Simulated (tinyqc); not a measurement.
Hall measurement with a parallel conducting layer.

Two layers in parallel, unit Hall factors, low field: 1/Rs = q (ns mu + n2 m2); apparent mobility (ns mu^2 + sg n2 m2^2)/(ns mu + n2 m2); apparent density (ns mu + n2 m2)^2/(ns mu^2 + sg n2 m2^2); a negative value means the sign of the second layer.

Inputs (values chosen for the exercise):
```
symbol,value,unit,meaning
ns,4.7e13,cm^-2,sheet density of the layer
mu,58,cm^2/(V s),drift mobility
m2,410,cm^2/(V s),mobility of the parallel layer
sg,1,,sign of its carriers relative to the first layer
```

Constants: q = 1.602176634e-19 C. Results are converted to the units shown.

Result of one run:
```
Rs (ohm/square)  apparent density (cm^-2)  apparent mobility (cm^2/(V s))  share of the conductance in layer 2 (%)
914.4                            2.534e13                           269.4                                    60.06
```

Which sheet density of a parallel layer n2 gave this result: 2e11, 7e11, 1e13 or 5e13 cm^-2?

n2 = 1e13 cm^-2.

The whole series:
columns A: n2 (cm^-2); B: Rs (ohm/square); C: apparent density (cm^-2); D: apparent mobility (cm^2/(V s)); E: share of the conductance in layer 2 (%)
```
A         B         C      D      E
2e11   2223  4.113e13  68.28  2.920
7e11   2072  3.292e13  91.53  9.525
3e12   1578  2.363e13  167.4  31.09
1e13  914.4  2.534e13  269.4  60.06
5e13  268.7  6.300e13  368.7  88.26
2e14  73.67  2.125e14  398.7  96.78
8e14  18.87  8.124e14  407.1  99.18
3e15  5.063  3.012e15  409.2  99.78
1e16  1.521  1.001e16  409.8  99.93
```

The apparent mobility rises from 68.3 to 410 cm^2/(V s), between mu = 58 and sg m2 = 410. The apparent density never exceeds ns + n2; among the rows it falls to 0.444 of that sum, at n2 = 1e13.

Computed by the program tinyqc: `OMP_NUM_THREADS=1 python tinyqc.py 2850163 2850164 out.jsonl`, one thread of a shared Intel Xeon 2.30GHz, about 0.01 s for the whole run.
